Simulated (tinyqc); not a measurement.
Frequency dispersion of an accumulation capacitance by border traps, distributed model: two steps of the calculation.

Traps spread evenly through the insulator exchange electrons with the semiconductor by tunnelling, with tau(x) = t0 exp(2 ka x) at depth x from the interface. The admittance per area Y seen at depth x obeys dY/dx = -Y^2/(i w eps0 eox) + q Nb ln(1 + i w tau)/tau, with Y(0) = i w Cs and w = 2 pi f; the gate sees Y(tox) = G + i w C. Working variable y = Y/(i w), in uF/cm^2. Cox = eps0 eox/tox.

Parameters, values chosen for the exercise; permittivity close to that of aluminium oxide: relative permittivity of the insulator eox = 8.56; insulator thickness tox = 3.8 nm; semiconductor capacitance in accumulation Cs = 2 uF/cm^2; density of border traps Nb = 2.3e19 cm^-3 eV^-1; decay constant of the wave function in the insulator ka = 4.5 1/nm; time constant of a trap at the interface t0 = 7e-11 s; frequency f = 10000 Hz; depth down to which the steps are taken xe = 1.9 nm.

Constants: q = 1.602176634e-19 C, eps0 = 8.8541878128e-14 F/cm where lengths are in cm. Results are converted to the units shown.

Problem 1. Midpoint steps through the active depth. In terms of y: dy/dx = -y^2/(eps0 eox) + s(x), s = q Nb ln(1 + z)/z, z = i w tau. 8 midpoint steps of h = xe/8: y_half = y + (h/2) y'(x, y), y(new) = y + h y'(x + h/2, y_half).

Wanted: x; s; y.

Solution 1.

```
point   x (nm)  s (uF/(cm^2 nm))     y (uF/cm^2)
0            0  0.36850+0.00000i  2.0000+0.0000i
1      0.23750  0.36850-0.00001i  1.9645+0.0000i
2      0.47500  0.36850-0.00006i  1.9332+0.0000i
3      0.71250  0.36850-0.00049i  1.9054+0.0000i
4      0.95000  0.36844-0.00419i  1.8807-0.0004i
5       1.1875  0.36404-0.03486i  1.8586-0.0032i
6       1.4250  0.23044-0.14660i  1.8314-0.0237i
7       1.6625  0.03988-0.07000i  1.7543-0.0483i
8       1.9000  0.00490-0.01496i  1.6660-0.0505i
```

Problem 2. Capacitance and conductance at the gate. Beyond xe the traps are ignored, so 1/y(tox) = 1/y(xe) + (tox - xe)/(eps0 eox); C = Re y, G/w = -Im y, loss tangent G/(w C).

y at xe = 1.6660233-0.0505194i uF/cm^2

Wanted: y at the gate; C; G/w; loss tangent.

Solution 2.

y at the gate = 1.1754-0.0251i uF/cm^2
C = 1.1754 uF/cm^2
G/w = 0.025135 uF/cm^2
loss tangent = 0.021384

Computed by the program tinyqc: `OMP_NUM_THREADS=1 python tinyqc.py 2202207 2202208 out.jsonl`, one thread of a shared Intel Xeon 2.30GHz, about 0.4 s for the whole run.
